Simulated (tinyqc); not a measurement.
Size effects in the resistivity of thin metal films and interconnect lines. Changing the film thickness h. Computed by tinyqc, a small Python program. Command: `OMP_NUM_THREADS=1 python tinyqc.py 3027953 3027954 out.jsonl size sweep`. One thread of a shared host (Intel(R) Xeon(R) Processor @ 2.30GHz), about 0.01 s of CPU time with the checks.

Electrons lose their drift at surfaces (a share 1 - p of the hits) and at grain boundaries (reflection R), besides bulk scattering.

Inputs (values chosen for the exercise, modelled on silver):

| quantity | value | unit |
|---|---|---|
| bulk resistivity rho_b | 1.64 | microohm cm |
| bulk mean free path lambda | 55.7 | nm |
| specularity p | 0 | - |
| grain-boundary reflection R | 0.23 | - |
| grain size over thickness | 1.5 | - |

Geometry: film.

Method:
- D = (ratio) h.
- Mayadas-Shatzkes: alpha = (lambda/D) R/(1 - R); rho_b/rho = 1 - 3 alpha/2 + 3 alpha^2 - 3 alpha^3 ln(1 + 1/alpha).
- Fuchs-Sondheimer film: rho_b/rho = 1 - (3/(2 kappa))(1 - p) int_0^1 (s - s^3)(1 - exp(-kappa/s))/(1 - p exp(-kappa/s)) ds, f = rho/rho_b, kappa = thickness/lambda, 80 Gauss-Legendre points.
- Both together (Mayadas-Shatzkes film): rho_b/rho = (rho_b/rho of the grains alone) - (6/(pi kappa))(1 - p) int_0^(pi/2) dphi int_0^1 ds (cos^2 phi/H^2)(s - s^3)(1 - exp(-kappa H/s))/(1 - p exp(-kappa H/s)), H = 1 + alpha/(cos phi sqrt(1 - s^2)), 40 x 80 Gauss-Legendre points.
- Sheet resistance rho/h; additive estimate rho_b (f_surface + f_grain - 1).

One run for each value:

| film thickness h (nm) | resistivity rho (microohm cm) | sheet resistance (ohm) | rho/rho_b from surfaces | rho/rho_b from grains | error of the additive estimate (%) |
|---|---|---|---|---|---|
| 3.0 | 22.63 | 7.542e+01 | 7.327 | 5.988 | -1.074e+01 |
| 5.3 | 13.65 | 2.575e+01 | 4.942 | 3.844 | -6.424e+00 |
| 9.4 | 8.51 | 9.048e+00 | 3.427 | 2.620 | -2.684e+00 |
| 17.0 | 5.50 | 3.233e+00 | 2.443 | 1.908 | -6.886e-03 |
| 29.0 | 3.93 | 1.354e+00 | 1.882 | 1.540 | 1.149e+00 |
| 51.0 | 2.94 | 5.770e-01 | 1.506 | 1.311 | 1.281e+00 |
| 91.0 | 2.36 | 2.596e-01 | 1.275 | 1.177 | 8.256e-01 |
| 160.0 | 2.04 | 1.277e-01 | 1.148 | 1.102 | 3.682e-01 |
| 280.0 | 1.87 | 6.663e-02 | 1.081 | 1.059 | 1.272e-01 |
| 500.0 | 1.76 | 3.530e-02 | 1.044 | 1.033 | 3.852e-02 |

Describe the trends.

Over the rows, resistivity rho (microohm cm) falls from 22.6 to 1.76 (exponent d ln y / d ln x -0.89 between the first rows and -0.096 between the last); sheet resistance (ohm) falls from 75.4 to 0.0353 (exponent d ln y / d ln x -1.9 between the first rows and -1.1 between the last); rho/rho_b from surfaces falls from 7.33 to 1.04 (exponent d ln y / d ln x -0.69 between the first rows and -0.060 between the last).
